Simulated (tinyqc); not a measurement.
Chemical trend: level against potential: deep trap from a strong local potential in a two-band host (Koster-Slater model with semi-elliptic bands). Computed by tinyqc, a small Python program. Command: `OMP_NUM_THREADS=1 python tinyqc.py 3008120 3008121 out.jsonl deeptrap walk`. One thread of a shared host (Intel(R) Xeon(R) Processor @ 2.30GHz), about 0.02 s of CPU time with the checks.

The valence band spans -2 W_v to 0 and the conduction band E_g to E_g + 2 W_c. The orbital at the impurity site has weight f_v in the valence band and 1 - f_v in the conduction band, each spread as a semi-ellipse (2/(pi W^2)) sqrt(W^2 - x^2) about the band centre. The impurity adds U to this orbital. Spin is left out.

Inputs (values chosen for the exercise, for a model semiconductor):

| quantity | value | unit |
|---|---|---|
| gap E_g | 0.74 | eV |
| half-width of the valence band W_v | 4 | eV |
| half-width of the conduction band W_c | 5.2 | eV |
| valence weight f_v of the site orbital | 0.56 | - |

Impurity: repulsive, acceptor-like.

Method:
- In the gap G(E) = f_v (2/W_v^2)[x - sqrt(x^2 - W_v^2)] - (1 - f_v)(2/W_c^2)[y - sqrt(y^2 - W_c^2)], x = E + W_v, y = E_g + W_c - E.
- G falls across the gap from G(0) to G(E_g). A repulsive U binds if U > 1/G(0), an attractive one if U < 1/G(E_g); the vacancy level (U infinite) solves G(E) = 0 (bisection).
- The trap level solves G(E) = 1/U (bisection). With D = -dG/dE = D_v + D_c, D_v = f_v (2/W_v^2)[x/sqrt(x^2 - W_v^2) - 1] and D_c = (1 - f_v)(2/W_c^2)[y/sqrt(y^2 - W_c^2) - 1], the weight on the impurity orbital is 1/(U^2 D) and the conduction-band character is D_c/D.
- U is 1.05, 1.2, 1.5, 2, 3, 5, 10 and 30 times the threshold, rounded to three digits; the largest values are formal and only show the vacancy limit.

repulsive threshold = 5.55165 eV

vacancy level = 0.719945 eV

Trend:

| U (eV) | E_t (eV) | weight on the impurity | conduction character | E_t - vacancy level (eV) |
|---|---|---|---|---|
| 5.83 | 0.00192 | 0.013210 | 0.01565 | -0.71803 |
| 6.66 | 0.02415 | 0.037229 | 0.05896 | -0.69579 |
| 8.33 | 0.10139 | 0.050426 | 0.13654 | -0.61855 |
| 11.10 | 0.23336 | 0.042661 | 0.24421 | -0.48659 |
| 16.70 | 0.41066 | 0.022507 | 0.39661 | -0.30928 |
| 27.80 | 0.55877 | 0.007618 | 0.55299 | -0.16117 |
| 55.50 | 0.65449 | 0.001503 | 0.69031 | -0.06545 |
| 167.00 | 0.70256 | 0.000118 | 0.79183 | -0.01739 |

dE_t/dU equals the weight on the impurity, which peaks at 0.050 (U = 8.33 eV) and falls to 1.2e-4 in the last row, so beyond the peak each further eV of potential moves the level less. The level nears the vacancy level, 0.720 eV, as 1/U: it is 0.065 eV away at 10 times the threshold and 0.017 eV at 30 times, and the state is then host-like.

Extremes, crossings and ranges named in words are read from the listed rows.
